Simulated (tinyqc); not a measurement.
# Bandgap voltage reference from two bipolar transistors: effect of the temperature coefficient of both resistors

Two transistors of area 1 and N carry the same current I. Is(T) = Is (T/T0)^eta exp[(Vg0 q/kB)(1/T0 - 1/T)], VBE1 = Vt ln(I/Is(T)) + I rb, VBE2 = Vt ln(I/(N Is(T))) + I rb/N. The amplifier forces I R1(T) = VBE1 - VBE2 + Vos, with R(T) = R (1 + tc (T - T0)) for both resistors, and the output is Vref = VBE1 + I R2(T). Base currents and the Early effect are neglected.

Vt = kB T/q; I = (Vt ln N + Vos)/(R1(T) - rb (1 - 1/N)). Box coefficient: span of Vref between 233 and 398 K over its average over T and over 165 K. The last column is the R2 that gives zero slope at T0.

Values chosen for this exercise; values of the order met in silicon bipolar transistors: reference temperature T0 = 323 K; band-gap voltage extrapolated to 0 K Vg0 = 1.153 V; temperature exponent of the saturation current eta = 3.8; saturation current of the unit transistor at T0 Is = 1.1e-16 A; area ratio of the second transistor N = 8; resistor across which the difference of VBE falls, at T0 R1 = 8.3 kohm; offset of the amplifier Vos = 0 mV; series resistance of the unit transistor rb = 16 ohm; output resistor at T0 R2 = 77.34 kohm.

Constants: q = 1.602176634e-19 C, kB = 1.380649e-23 J/K. Results are converted to the units shown.

Effect of the temperature coefficient of both resistors:
```
tc (ppm/K)	I at T0 (uA)	Vref at T0 (V)	slope at T0 (uV/K)	box coefficient (ppm/K)	R2 for zero slope (kohm)
-2000	6.985	1.233	63.27	56.81	74.42
-1000	6.985	1.233	34.36	33.82	75.75
0	6.985	1.233	5.454	19.01	77.09
1000	6.985	1.233	-23.45	21.74	78.43
2000	6.985	1.233	-52.36	38.53	79.76
3000	6.985	1.233	-81.26	57.80	81.10
```

Read the table: what changes, and by how much?

As tc goes from -2000 to 3000, Vref stays at 1.233 V and the box coefficient goes from 56.8 through a minimum of 19.0 (at tc = 0 among the rows listed) to 57.8 ppm/K.

tinyqc, about 0.01 s, one thread, Intel Xeon 2.30GHz (shared host): `OMP_NUM_THREADS=1 python tinyqc.py 2062159 2062160 out.jsonl`
